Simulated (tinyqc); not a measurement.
Quasi-harmonic thermal expansion with mode Grueneisen parameters: one step, computed by the program tinyqc.

A crystal with two atoms a cell; per atom there are 1 transverse acoustic (TA), 1/2 longitudinal acoustic (LA) and 3/2 optical (O) modes. Every frequency of group i scales as nu_i (V/V0)^(-gamma_i). Each group has one frequency. Static energy: E = (9 V0 B0/16) [y^3 B' + y^2 (2 - 4 y)], y = (V0/V)^(2/3) - 1, with pressure P_s = (3 B0/2) (z^7 - z^5) [1 + (3/4)(B' - 4)(z^2 - 1)], z = (V0/V)^(1/3).

Question. Grueneisen's estimate. gamma_th = sum gamma_i C_i / sum C_i; volume expansion coefficient alpha_V = gamma_th C k_B/(B0 V0); linear coefficient alpha_V/3; first-order volume change P_ph/B0.

Inputs (values chosen for the exercise, modelled on germanium): static volume V0 = 22.6 angstrom^3/atom; static bulk modulus B0 = 76.4 GPa; temperature T = 800 K.

Acoustic groups: Einstein.

Groups:

| group | h nu_i/(k_B T) | U_i (meV) | C_i (k_B) | gamma_i C_i (k_B) |
|---|---|---|---|---|
| TA | 0.1439773 | 69.05771 | 0.9982743 | -0.6089473 |
| LA | 0.3653424 | 34.85188 | 0.4944755 | 0.5439230 |
| O | 0.4961218 | 105.5204 | 1.469608 | 1.616569 |

phonon pressure at V0 = 0.7960145 GPa

Constants: k_B = 8.617333262e-05 eV/K; 1 eV/angstrom^3 = 160.2176634 GPa.

Give: heat capacity C at V0; gamma_th at V0; linear expansion, Grueneisen estimate; first-order volume change.

Answer.

heat capacity C at V0 = 2.962 k_B/atom

gamma_th at V0 = 0.5238

linear expansion, Grueneisen estimate = 4.135 ppm/K

first-order volume change = 1.042 %
